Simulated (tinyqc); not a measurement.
## Free and trapped electrons in a MOS channel with a dense trap tail: free and trapped charge against gate voltage

p-type body, charge-sheet picture, full ionisation (an idealisation for deep acceptors), Boltzmann statistics for free electrons. e = Ec - EF at the surface. Acceptor-like traps of density D(E) = D0 + De exp(-E/Ew) at depth E below Ec, from 0 to Eu, hold n_t = integral of D(E)/(1 + exp((e - E)/Vt)). psi = Eg - Vt ln(Nv/Na) - e; N_dep = sqrt(2 eps0 eps_r Na (psi - Vt)/q); n_f = sqrt(N_dep^2 + 2 eps0 eps_r Vt Nc exp(-e/Vt)/q) - N_dep; Vg = Vfb + psi + q (N_dep + n_t + n_f)/Cox, Cox = eps0 eox/tox.

Free share n_f/(n_f + n_t); swing ln 10 n_f/(dn_f/dVg); field-effect mobility mf q (dn_f/dVg)/Cox, for a constant mf; oxide field q (N_dep + n_t + n_f)/(eps0 eox).

Inputs (values chosen for the exercise); band and dielectric values close to those of 4H silicon carbide: temperature T = 400 K; band gap Eg = 3.23 eV; relative permittivity eps_r = 9.6; conduction-band density of states at T Nc = 2.6e19 cm^-3; valence-band density of states at T Nv = 3.9e19 cm^-3; relative permittivity of the insulator eox = 3.9; insulator thickness tox = 36 nm; acceptor density Na = 3.5e16 cm^-3; flat-band voltage without trapped charge Vfb = -2.45 V; constant background density of acceptor-like traps D0 = 5.3e10 cm^-2 eV^-1; density of the tail at the conduction edge De = 7.8e12 cm^-2 eV^-1; decay energy of the tail Ew = 0.06 eV; depth below Ec down to which the traps reach Eu = 0.76 eV; mobility of free electrons mf = 200 cm^2/(V s).

Constants: q = 1.602176634e-19 C, kB = 1.380649e-23 J/K, Vt = kB T/q, eps0 = 8.8541878128e-14 F/cm where lengths are in cm. Results are converted to the units shown.

Free and trapped charge against gate voltage:

| Vg (V) | e (eV) | n_f (cm^-2) | n_t (cm^-2) | free share (%) | swing (mV/decade) | field-effect mobility (cm^2/(V s)) | oxide field (MV/cm) |
|---|---|---|---|---|---|---|---|
| 1.6 | 0.5395 | 8.015e5 | 1.180e10 | 0.006793 | 113.4 | 0.005435 | 0.4448 |
| 2.3 | 0.1593 | 4.487e10 | 8.662e10 | 34.12 | 400.2 | 86.23 | 0.5337 |
| 3 | 0.08842 | 3.084e11 | 1.869e11 | 62.27 | 1607 | 147.6 | 0.7084 |
| 3.7 | 0.05877 | 6.376e11 | 2.537e11 | 71.53 | 2985 | 164.3 | 0.8946 |
| 4.4 | 0.03922 | 9.919e11 | 3.032e11 | 76.59 | 4405 | 173.2 | 1.084 |
| 5.1 | 0.02434 | 1.361e12 | 3.412e11 | 79.96 | 5846 | 179.2 | 1.274 |
| 5.8 | 0.01220 | 1.742e12 | 3.707e11 | 82.45 | 7303 | 183.4 | 1.465 |
| 6.5 | 0.001920 | 2.130e12 | 3.939e11 | 84.39 | 8776 | 186.7 | 1.657 |
| 7.2 | -0.007025 | 2.523e12 | 4.122e11 | 85.96 | 1.026e4 | 189.1 | 1.849 |

Read the table: what changes, and by how much?

n_f reaches 1e11 cm^-2 at Vg = 2.48 V, against 2.28 V without traps. The free share rises from 0.00679 to 86.0 % and the field-effect mobility rises from 0.00544 to 189 cm^2/(V s), although mf = 200 is constant: in the last row 94.6 % of Cox dVg goes into free electrons. The swing in the first row is 113 mV a decade (Vt ln 10 = 79.4). For Vg = 3.7, 4.4, 5.1, 5.8, 6.5, 7.2 EF lies less than 2 Vt below the band edge, or above it, where degeneracy and confinement, left out, matter.

tinyqc, about 0.02 s, one thread, Intel Xeon 2.30GHz (shared host): `OMP_NUM_THREADS=1 python tinyqc.py 2222238 2222239 out.jsonl`
